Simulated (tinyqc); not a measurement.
Worked calculation: plane-wave Kohn-Sham cycle with exchange-only LDA in a layered model solid. Computed by tinyqc, a small Python program that keeps every step. Settings: points = 16, plane-wave index or count = 3, electrons = 2, k points = 4, area = 27.0, mixing = 0.1, iteration cap = 71, Kerker q0 = 1.44. Command: `OMP_NUM_THREADS=1 python tinyqc.py 24934 24935 out.jsonl` (the two numbers bound the seeds that draw the settings). One thread of a shared host (Intel(R) Xeon(R) Processor @ 2.60GHz), about 0.04 s of CPU time with the checks.

A solid whose potential varies along x alone (atomic units):
```
parameter                      value
period a                   16.000000
cross-section of the cell  27.000000
electrons per cell                 2
grid points                       16
plane waves -n..n, n               3
k points                           4
V1 in V1 cos(2 pi x/a)     -0.700000
```

Stop when sqrt(dV sum R^2) is below 1e-8, dV = a A/N.

Course of the cycle:
```
iteration  E (hartree)  norm of the residual
1          -1.32582208              1.51e-01
2          -1.31790278              1.49e-01
3          -1.31000457              1.46e-01
4          -1.30215279              1.44e-01
5          -1.29436665              1.42e-01
6          -1.28666084              1.40e-01
7          -1.27904651              1.38e-01
8          -1.27153218              1.36e-01
9          -1.26412423              1.34e-01
10         -1.25682738              1.32e-01
11         -1.24964503              1.30e-01
...                ...                   ...
61         -1.01644031              7.66e-02
62         -1.01361737              7.60e-02
63         -1.01084449              7.53e-02
64         -1.00812073              7.46e-02
65         -1.00544516              7.40e-02
66         -1.00281689              7.33e-02
67         -1.00023501              7.27e-02
68         -0.99769868              7.21e-02
69         -0.99520703              7.15e-02
70         -0.99275923              7.08e-02
71         -0.99035447              7.02e-02
```

Can the last value be used, and what does the course show?

Not by the stop rule. Not converged within 71 iterations: the residual falls steadily but slowly, by a factor of about 0.99 a step. Reruns (cap 100 unless said): mixing 0.5, Kerker q0 1.0: not converged; mixing 0.3, Pulay depth 5: converged in 43 (E = -0.85717); the original settings with a cap of 400: not converged.
